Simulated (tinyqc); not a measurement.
## Hole mobility in a silicon inversion layer, empirical terms and Matthiessen rule: effect of the temperature

Inversion layer of sheet density Ns on a uniformly doped body. The mobility terms are empirical power laws with prefactors chosen for the exercise; adding their inverses (Matthiessen) is itself an approximation.

Nc and Nv are given at 300 K and scale as (T/300 K)^1.5; Eg is fixed. ni = sqrt(Nc Nv) exp(-Eg/(2 Vt)), Eg in volts; Ndep = sqrt(2 eps0 eps_r Nb (2 Vt ln(Nb/ni) + Vsb)/q); E = q (Ndep + eta Ns)/(eps0 eps_r), in MV/cm. With t = T/(300 K): muC = Ac (Ns/1e12 cm^-2) t/(Nb/1e17 cm^-3 + Nit/1e11 cm^-2), muP = Ap E^(-1/3) t^(-1.75), muS = As E^(-gs); 1/mu is the sum of the inverses.

Values chosen for this exercise; material values close to those of silicon:
```
symbol    value        unit                                                         meaning
Eg         1.11          eV                                                        band gap
eps_r      11.5                                  relative permittivity of the semiconductor
Nc      2.75e19       cm^-3  conduction-band density of states at the reference temperature
Nv      2.61e19       cm^-3     valence-band density of states at the reference temperature
Nb       2.8e18       cm^-3                                                     body doping
Vsb           0           V                                               reverse body bias
eta      0.3333                       weight of the inversion charge in the effective field
Ap          119  cm^2/(V s)                    phonon-limited mobility at 1 MV/cm and 300 K
As          375  cm^2/(V s)                           roughness-limited mobility at 1 MV/cm
gs            1                                              exponent of the roughness term
Ac         1300  cm^2/(V s)                                               Coulomb prefactor
Nit      8.2e10       cm^-2                                         charge at the interface
Ns       2.2e12       cm^-2                                               inversion density
```

Constants: q = 1.602176634e-19 C, kB = 1.380649e-23 J/K, Vt = kB T/q, eps0 = 8.8541878128e-14 F/cm where lengths are in cm. Results are converted to the units shown.

Result of one run:
```
E (MV/cm)  muC (cm^2/(V s))  muP (cm^2/(V s))  muS (cm^2/(V s))  mu (cm^2/(V s))
1.0350               115.78            89.827            362.31           44.385
```

Which temperature T gave this result: 120, 160, 200, 250 or 350 K?

T = 350 K.

The whole series:
```
T (K)  E (MV/cm)  muC (cm^2/(V s))  muP (cm^2/(V s))  muS (cm^2/(V s))  mu (cm^2/(V s))
120       1.0962            39.695            573.65            342.10           33.491
160       1.0881            52.926            347.60            344.65           40.531
200       1.0787            66.158            235.91            347.65           44.983
250       1.0655            82.697            160.30            351.95           47.232
300       1.0509            99.237            117.05            356.84           46.679
350       1.0350            115.78            89.827            362.31           44.385
400       1.0180            132.32            71.503            368.38           41.224
450      0.99979            148.85            58.535            375.08           37.782
```

As T goes from 120 to 450 K, E falls from 1.10 to 1.00 MV/cm and mu goes from 33.5 through a maximum of 47.2 (at T = 250 K among the rows listed) to 37.8 cm^2/(V s). The smallest term is the Coulomb one in the first row and the phonon one in the last. Coulomb scattering weakens and phonon scattering grows with T, hence the maximum. For T = 120 to 160 K dopant freeze-out and degenerate screening, left out here, matter.

Program tinyqc, `OMP_NUM_THREADS=1 python tinyqc.py 2510092 2510093 out.jsonl`; Intel Xeon 2.30GHz, shared host, one thread, about 0.01 s.
